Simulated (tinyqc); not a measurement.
## Superjunction drift layer against a plain one, charge balance: effect of the charge imbalance (Nn - Np)/N

Alternating n and p pillars of equal width wp, doping N and length Lp. When depleted, the lateral field peaks at Ex = q N wp/(2 eps0 eps_r) at the pillar junctions and a uniform vertical field Ey is added; breakdown is taken where Ex^2 + Ey^2 = Ef^2. Only the n pillars conduct, narrowed by the zero-bias depletion. A first-order model: the field peaks at the pillar ends are left out.

Ec(N) = E16 (N/1e16 cm^-3)^(1/8), mu(N) = mi + (mx - mi)/(1 + (N/Nr)^0.9). Plain drift layer for BV: N solves BV = eps0 eps_r Ec(N)^2/(2 q N), W = 2 BV/Ec, Rsp = W/(q mu N). Ex = a Ef gives N = 2 eps0 eps_r a Ef/(q wp); Ey = Ef sqrt(1 - a^2); Lp = BV/Ey; xd = sqrt(eps0 eps_r Vb/(q N)) on each side; Rsp = 2 Lp/(q mu(N) N (1 - 2 xd/wp)). An imbalance dl leaves the mean net doping |dl| N/2, which tilts the vertical field by s = q |dl| N/(2 eps0 eps_r): BV(dl) = Ey Lp - s Lp^2/2, or Ey^2/(2 s) if the field reaches zero inside the pillar.

Inputs (values chosen for the exercise); values close to those of silicon:
- eps_r = 11.4 (relative permittivity of the semiconductor)
- E16 = 0.399 MV/cm (critical field at a doping of 1e16 cm^-3)
- mx = 1340 cm^2/(V s) (mobility at low doping)
- mi = 93.5 cm^2/(V s) (mobility at high doping)
- Nr = 1.3e17 cm^-3 (reference doping of the mobility)
- BV = 470 V (wanted breakdown voltage)
- wp = 3 um (width of each pillar)
- Ef = 0.3 MV/cm (critical field inside the pillars)
- a = 0.66 (lateral peak field as a share of Ef)
- Vb = 0.8 V (built-in voltage of the pillar junctions)

Constants: q = 1.602176634e-19 C, eps0 = 8.8541878128e-14 F/cm where lengths are in cm. Results are converted to the units shown.

The same in every row: N (cm^-3) = 8.3161e15; Lp (um) = 20.854; Rsp, pillars (mohm cm^2) = 3.0124; Rsp, plain (mohm cm^2) = 31.683.

Effect of the charge imbalance (Nn - Np)/N:
```
dl (%),BV(dl) (V)
0,470.00
1,455.65
2,441.30
4,412.60
6,383.89
9,340.84
13,283.44
20,192.41
```

What does the comparison show?

As dl goes from 0 to 20 %, Rsp of the pillars stays at 3.01 mohm cm^2 and BV with the imbalance falls from 470 to 192 V. The loss is linear in |dl| while the field reaches through the pillar; it passes 10 % at |dl| = 3.28 %.

tinyqc, about 0.01 s, one thread, Intel Xeon 2.30GHz (shared host): `OMP_NUM_THREADS=1 python tinyqc.py 2590110 2590111 out.jsonl`
